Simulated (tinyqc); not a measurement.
Changing the energy inside the band E: Koster-Slater impurity in a tight-binding band, by Green functions and by supercells. Computed by tinyqc, a small Python program. Command: `OMP_NUM_THREADS=1 python tinyqc.py 3031480 3031481 out.jsonl kosterslater sweep`. One thread of a shared host (Intel(R) Xeon(R) Processor @ 2.30GHz), about 0.08 s of CPU time with the checks.

One orbital per site, e(k) = -2 t sum cos(k_i) over 3 direction(s), band from -6 t to 6 t, lattice constant 1. One site has the extra energy U. Spin is left out.

Inputs (values chosen for the exercise, for a model band):

| quantity | value | unit |
|---|---|---|
| hopping t | 0.49 | eV |
| impurity potential U | 2.46 | eV |
| broadening eta | 0.073 | eV |
| impurity concentration c | 0.004 | per site |

Lattice: simple cubic.

Constants: hbar = 6.582119569e-16 eV s.

Method. Inside the band G0(z), z = E + i eta, comes from the chain form 1/(sqrt(y - 2t) sqrt(y + 2t)) (principal roots) at y = z + 2 t cos k + 2 t cos k', averaged over k and k' in (0, pi) with 200 Gauss-Legendre points each. T = U/(1 - U G0); phase shift delta = -arg(1 - U G0) in (-pi, pi]; host density of states -Im G0/pi; on the impurity -Im[G0/(1 - U G0)]/pi; lifetime of a band state hbar/(-2 c Im T).

One run for each value:

| energy inside the band E (eV) | host density of states (1/eV) | density of states on the impurity (1/eV) | phase shift delta (rad) | scattering lifetime (fs) |
|---|---|---|---|---|
| -2.790 | 0.03165 | 0.00629 | -0.1093 | 687.52 |
| -2.170 | 0.08261 | 0.01414 | -0.2673 | 306.08 |
| -1.550 | 0.14193 | 0.02014 | -0.4259 | 214.92 |
| -0.310 | 0.28203 | 0.04381 | -1.0334 | 98.78 |
| 0.310 | 0.28203 | 0.05380 | -1.2596 | 80.44 |
| 0.931 | 0.26590 | 0.06247 | -1.6594 | 69.27 |
| 1.550 | 0.14193 | 0.10302 | -1.9347 | 42.01 |
| 2.170 | 0.08261 | 0.15969 | -2.0495 | 27.10 |
| 2.790 | 0.03165 | 0.28215 | -2.3229 | 15.34 |

Give the missing row, energy inside the band E (eV) = -0.931.

Computed row; columns: (1) energy inside the band E (eV); (2) host density of states (1/eV); (3) density of states on the impurity (1/eV); (4) phase shift delta (rad); (5) scattering lifetime (fs):
```
(1)         (2)      (3)      (4)     (5)
-0.931  0.26590  0.02959  -0.7553  146.26
```

Interpolating between the two neighbouring rows (linearly) misses most in host density of states (1/eV), by 20 %. Over the rows, host density of states (1/eV) goes from 0.0316 through a maximum among these rows, 0.282 at -0.310, to 0.0316; density of states on the impurity (1/eV) rises from 0.00629 to 0.282; phase shift delta (rad) falls from -0.109 to -2.32.

Extremes, crossings and ranges named in words are read from the listed rows.
